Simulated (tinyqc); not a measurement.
Worked calculation: solubility, supersaturation, precipitation and gettering of an impurity in a silicon-like host. Computed by tinyqc, a small Python program that keeps every step. Command: `OMP_NUM_THREADS=1 python tinyqc.py 3028533 3028534 out.jsonl ripen walk`. One thread of a shared host (Intel(R) Xeon(R) Processor @ 2.30GHz), about 0.01 s of CPU time with the checks. Intermediate numbers are printed to about 6 digits and carried at full precision; extremes and crossings named in words are read from the listed rows.

The wafer was saturated at T1 and is then held at T.

Inputs (values chosen for the exercise, modelled on oxygen in silicon): site density N0 = 5e+22 1/cm^3; enthalpy of solution H = 1.5 eV; entropy of solution S = 0.62 k_B; diffusion prefactor D0 = 0.15 cm^2/s; migration energy Q = 2.47 eV; temperature of saturation T1 = 1350 K; anneal temperature T = 1210 K; sink density n = 1e+11 1/cm^3; initial sink radius r0 = 3 nm; impurity density in the precipitate C_p = 5.3e+22 1/cm^3; interface energy gamma = 0.75 J/m^2; anneal time t = 17000 s; wafer thickness w = 200 micrometre.

Gettering: relaxation gettering at sinks.

Constants: k_B = 8.617333262e-05 eV/K; k_B = 1.380649e-23 J/K.

## Solubility, diffusivity, supersaturation

C_eq(T) = N0 exp(S/k_B - H/(k_B T)); D(T) = D0 exp(-Q/(k_B T)); C0 = C_eq(T1). Supersaturation s = C0/C_eq(T); critical radius r* = 2 gamma/(C_p k_B T ln s); barrier W* = (4 pi/3) gamma r*^2. Strain energy is left out.

C0 = 2.33603e+17 1/cm^3

C_eq(T) = 5.25501e+16 1/cm^3

D(T) = 7.73178e-12 cm^2/s

supersaturation s = 4.44534

critical radius r* = 1.13558 nm

W*/(k_B T) = 242.505

Sinks of radius r0 are above r* and grow. Homogeneous nucleation is out of reach, so only existing sinks act.

## Ham's law for sinks of fixed radius

tau0 = 1/(4 pi n r0 D); C_fixed(t) = C_eq + (C0 - C_eq) exp(-t/tau0). If all excess precipitates, the final radius is r_f = [r0^3 + 3 (C0 - C_eq)/(4 pi n C_p)]^(1/3), with tau_f = 1/(4 pi n r_f D).

tau0 = 343075 s

C_fixed(t) = 2.24850e+17 1/cm^3

final radius r_f = 20.1508 nm

tau_f = 51076.1 s

The sinks grow 6.7 times, so the fixed radius underrates the later rate.

## Growing precipitates

Growing sinks: with y = r/r_f and y0 = r0/r_f, dy/dt = (1 - y^3)/(3 tau_f y), which integrates to t/tau_f = F(y) - F(y0), F(y) = (1/2) ln[(1 + y + y^2)/(1 - y)^2] - sqrt(3) arctan[(2y + 1)/sqrt(3)]; the share of the excess left is (1 - y^3)/(1 - y0^3), and C(t) = C_eq + (C0 - C_eq) x share.

radius at t = 9.72310 nm

share of the excess left = 0.890598

C(t) with growing sinks = 2.13796e+17 1/cm^3

10.9 % of the excess has precipitated.

## Denuded zone

Near a surface held at C_eq(T) the excess decays by out-diffusion over sqrt(D t) and by capture over L_s = sqrt(D tau_f) = (4 pi n r_f)^(-1/2); the shorter length sets the depth from which the surface draws.

sqrt(D t) = 3.62547 micrometre

capture length L_s = 6.28418 micrometre

L_s/w = 0.0314209

In the time given a surface draws only from within about sqrt(D t), which is shorter than L_s; in a longer anneal the sinks would keep this depth to about L_s.

## The best anneal temperature for the time t

C_eq(T) = N0 exp(S/k_B - H/(k_B T)); D(T) = D0 exp(-Q/(k_B T)); C0 = C_eq(T1). r_f = [r0^3 + 3 (C0 - C_eq)/(4 pi n C_p)]^(1/3), tau_f = 1/(4 pi n r_f D).

Dissolved share after t:
```
T (K)      C_eq/C0    tau_f (s)  C(t)/C0
608    1.46585e-07  7.20646e+14  1.00000
702    6.77636e-06  1.30670e+12  1.00000
810    1.84855e-04  5.64758e+09  1.00000
918    2.31644e-03  8.79317e+07  0.99997
1026   1.70473e-02  3.30297e+06  0.99927
1134   8.57789e-02  2.36519e+05  0.98655
1228   2.77762e-01  3.69488e+04  0.87949
1296   5.84355e-01  1.30415e+04  0.77343
```

The lowest dissolved share among these rows is 0.77 at 1296 K. Diffusion limits all rows, so hotter is better throughout. Solubility falls with H = 1.5 eV and diffusion with Q = 2.47 eV.

Checks made by the program: radius against numerical integration (relative difference 2e-10).
